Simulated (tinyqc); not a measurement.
From results back to parameters: Wannier exciton and Elliott formula. Two cases, with inputs chosen for the exercise.

Problem. Bulk exciton lines lie at Eg - Ry*/n^2 with Ry* = Ry mu/eps^2. Lines n = 1 and 3 were computed from hidden Eg and mu.

Constants: Ry = 13.60569312 eV; a0 (Bohr radius) = 0.5291772105 angstrom.

Case 1.

Values chosen (out of a larger set: near those of InP; not measured data): eps = 12.7 (dielectric constant).

lines (eV): 1.430926  1.435436

Case 2.

Values chosen (out of a larger set: near those of GaN; not measured data): eps = 9.6 (dielectric constant).

lines (eV): 3.416581  3.438287

Find: Ry*; Eg; mu; a* = a0 eps/mu.

Solution. The spacing is Ry* (1/1 - 1/9).

Case 1.

Ry* = 5.07 meV
Eg = 1.4360 eV
mu = 0.060 m0
a* = a0 eps/mu = 112 angstrom

Case 2.

Ry* = 24.42 meV
Eg = 3.4410 eV
mu = 0.165 m0
a* = a0 eps/mu = 31 angstrom

Computed by tinyqc, one run a case: `OMP_NUM_THREADS=1 python tinyqc.py N N+1 out.jsonl` with N = 1281051, 1281097; one thread of a shared Intel(R) Xeon(R) Processor @ 2.30GHz, about 0.02 s a run at most.
